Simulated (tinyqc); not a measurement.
Inside a calculation. Method: Hubbard ring of 5 sites. Computed by tinyqc, a small Python program that keeps every step. Settings: hopping = 0.61, U = 6.3, mixing = 0.2, iteration cap = 50. Command: `OMP_NUM_THREADS=1 python tinyqc.py 31887 31888 out.jsonl` (the two numbers bound the seeds that draw the settings). One thread of a shared host (Intel(R) Xeon(R) Processor @ 2.60GHz), about 0.2 s of CPU time with the checks. Later iterations appear only in the table of the cycle.

## Mean-field iteration 1

one-body matrix (hopping and site energies) (eV), order 1, 2, 3, 4, 5:
```
[[0.000000, -0.610000, 0.000000, 0.000000, -0.610000],
 [-0.610000, 0.000000, -0.610000, 0.000000, 0.000000],
 [0.000000, -0.610000, 0.000000, -0.610000, 0.000000],
 [0.000000, 0.000000, -0.610000, 0.000000, -0.610000],
 [-0.610000, 0.000000, 0.000000, -0.610000, 0.000000]]
```

U = 6.300000 eV

electrons, up and down: [3, 2]

mixing = 0.200000

n(up) at the start (a guess, not normalised): [1.000000, 0.150000, 1.000000, 0.150000, 1.000000]

n(down) at the start (a guess): [0.000000, 0.850000, 0.000000, 0.850000, 0.000000]

H(up) = T + U n(down), H(down) = T + U n(up); fill the lowest levels; n(new) = n + mixing (n(out) - n); E = tr T (rho up + rho down) + U sum n_up n_down of the output.

levels, up (eV): [-0.685113, -0.119399, 0.532835, 5.432165, 5.549512]

levels, down (eV): [0.736131, 0.883259, 5.750411, 6.448458, 6.971741]

energy = -0.463823 eV

n(up) after iteration 1: [0.997476, 0.124861, 0.995326, 0.124861, 0.997476]

n(down) after iteration 1: [0.002473, 0.875214, 0.004627, 0.875214, 0.002473]

## Mean-field iteration 2

As before.

levels, up (eV): [-0.667204, -0.088284, 0.550609, 5.588817, 5.704062]

levels, down (eV): [0.582698, 0.726293, 5.732882, 6.415697, 6.954431]

energy = -0.466579 eV

n(up) after iteration 2: [0.995585, 0.104523, 0.991784, 0.104523, 0.995585]

n(down) after iteration 2: [0.004331, 0.895601, 0.008136, 0.895601, 0.004331]

## Convergence

Each step fills the lowest levels of T + U n(other spin) and sets n(new) = n + mixing (n(out) - n); stop when output and input agree to 1e-8.

Course of the cycle:
```
iteration       E (eV)  largest |n(out) - n(in)|  mean |n_up - n_down|
1          -0.46382313                  1.26e-01              0.961412
2          -0.46657921                  1.02e-01              0.963182
3          -0.46830685                  8.24e-02              0.964541
4          -0.46940090                  6.66e-02              0.965597
5          -0.47009939                  5.38e-02              0.966423
6          -0.47054825                  4.34e-02              0.967076
7          -0.47083822                  3.50e-02              0.967594
8          -0.47102634                  2.83e-02              0.968006
9          -0.47114880                  2.28e-02              0.968336
10         -0.47122874                  1.84e-02              0.968601
11         -0.47128105                  1.49e-02              0.968815
...                ...                       ...                   ...
40         -0.47138113                  3.05e-05              0.969715
41         -0.47138114                  2.46e-05              0.969716
42         -0.47138114                  1.99e-05              0.969716
43         -0.47138114                  1.61e-05              0.969716
44         -0.47138114                  1.30e-05              0.969717
45         -0.47138114                  1.05e-05              0.969717
46         -0.47138114                  8.51e-06              0.969717
47         -0.47138114                  6.88e-06              0.969717
48         -0.47138114                  5.57e-06              0.969717
49         -0.47138114                  4.50e-06              0.969717
50         -0.47138114                  3.64e-06              0.969717
```

Not converged within 50 iterations: the residual falls steadily but slowly, by a factor of about 0.81 a step. The lowest mean-field energy found from random starts is -0.47138 eV. Reruns (cap 100 unless said): mixing 0.5: converged in 27 (E = -0.47138); mixing 0.9: converged in 10 (E = -0.47138); the original settings with a cap of 400: converged in 78 (E = -0.47138).

## Exact diagonalisation (100 states)

Lowest levels of the sector, and the double occupancy of the lowest state.

lowest levels (eV): [-0.712559, -0.712559, -0.459883, -0.413797, -0.413797, -0.207463]

double occupancy per site = 0.021184

## The lowest level by Lanczos steps

From a random start vector (not printed): a_j = <q_j|H|q_j>, b_j = norm of the remainder after orthogonalising; the Ritz value is the lowest eigenvalue of the tridiagonal matrix of a and b so far.

Lanczos:
```
j   a_j (eV)  b_j (eV)  lowest Ritz value (eV)
1   7.151924  4.926122              7.15192423
2   6.075888  4.566449              1.65849080
3   5.909504  2.541945             -0.42175966
4   9.176629  3.629350             -0.60969275
5   7.865258  2.921402             -0.64651539
6   3.930393  4.727247             -0.65932590
7   8.697085  3.330885             -0.68758001
8   8.240336  2.085294             -0.70635617
9   8.796972  4.137875             -0.70803590
10  5.962317  4.198990             -0.70873427
```
